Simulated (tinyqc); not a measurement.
Chemical-mechanical planarisation: Preston law, pattern density and step-height reduction: one step, computed by the program tinyqc.

A row of 12 cells, repeated periodically, holds raised features that cover a share rho of each cell.

Task: State at time t. While h > h_c only raised areas polish, at R0/rho_eff, until t_c = rho_eff (h0 - h_c)/R0. After that h = h_c exp(-(t - t_c)/tau), tau = rho_eff h_c/R0; low areas polish at R0 (1 - h/h_c) and raised areas at R0 [1 + (1 - rho_eff) h/(rho_eff h_c)]. Removed from raised areas after t_c: h0 - h_c + R0 (t - t_c) + (1 - rho_eff)(h_c - h); from low areas: R0 (t - t_c) - rho_eff (h_c - h). Film left = z0 less the removal from raised areas.

Inputs (values chosen for the exercise, close to those used for oxide polishing):
```
quantity                        value  unit
initial step height h0            290    nm
contact height h_c                 71    nm
film above the raised areas z0    470    nm
polish time t                     110     s
```

effective densities: 0.4807139  0.4922870  0.6549919  0.6590884  0.5114021  0.4933224  0.6303749  0.6046396  0.4207990  0.4530761  0.6751045  0.6742001

blanket rate R0 = 2.517966 nm/s

Give: Cells; range of film left across the row; largest remaining step; thinnest film left.

Result:

Cells:
```
cell  rho_eff  t_c (s)  step h (nm)  removed, raised (nm)  removed, low (nm)  film left on raised areas (nm)
1      0.4807    41.81        0.464                 427.3              137.8                            42.7
2      0.4923    42.82        0.561                 423.9              134.5                            46.1
3      0.6550    56.97        4.020                 375.6               89.7                            94.4
4      0.6591    57.32        4.172                 374.4               88.6                            95.6
5      0.5114    44.48        0.755                 418.3              129.1                            51.7
6      0.4933    42.91        0.571                 423.6              134.2                            46.4
7      0.6304    54.83        3.186                 383.0               96.2                            87.0
8      0.6046    52.59        2.448                 390.7              103.1                            79.3
9      0.4208    36.60        0.146                 444.9              155.0                            25.1
10     0.4531    39.41        0.283                 435.4              145.7                            34.6
11     0.6751    58.72        4.800                 369.6               84.4                           100.4
12     0.6742    58.64        4.763                 369.9               84.7                           100.1
```

range of film left across the row = 75.22 nm

largest remaining step = 4.800 nm

thinnest film left = 25.14 nm

12 of 12 cells have reached contact. The cell with the lowest rho_eff has lost the most film from its raised areas.
